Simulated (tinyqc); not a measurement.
Capacitance measurement on a leaky thin oxide: effects of series resistance and leakage: one step of the calculation.

The device is a capacitance C in parallel with a leakage conductance G, in series with Rs and Ls. An impedance meter reports either a parallel pair (Cp, Gp) from Y = 1/Z = Gp + i w Cp or a series pair (Cs, Rm) from Z = Rm + 1/(i w Cs); w = 2 pi f, dissipation D = Gp/(w |Cp|).

Problem. True capacitance and conductance. EOT = 3.9 tox/eox; CET = EOT + zc + zp; C = 3.9 eps0 A/CET; G = Jg A/Vs.

Inputs (values chosen for the exercise); values of the order met in thin-oxide MOS capacitors:

| symbol | value | unit | meaning |
|---|---|---|---|
| eox | 3.9 |  | relative permittivity of the gate insulator (close to silicon dioxide) |
| tox | 1.3 | nm | insulator thickness |
| A | 100 | um^2 | gate area |
| zc | 0.45 | nm | oxide-equivalent thickness added by the accumulation layer |
| zp | 0.23 | nm | oxide-equivalent thickness added by gate depletion |
| Jg | 0.0015 | A/cm^2 | gate leakage current density, not matched to the thickness |
| Vs | 0.36 | V | voltage for an e-fold rise of the leakage |

Constants: eps0 = 8.8541878128e-14 F/cm where lengths are in cm. Results are converted to the units shown.

Wanted: EOT; CET; C; G.

Solution.

EOT = 1.3000 nm
CET = 1.9800 nm
C = 1.7440 pF
G = 0.0041667 uS

tinyqc, about 0.01 s, one thread, Intel Xeon 2.30GHz (shared host): `OMP_NUM_THREADS=1 python tinyqc.py 2022153 2022154 out.jsonl`
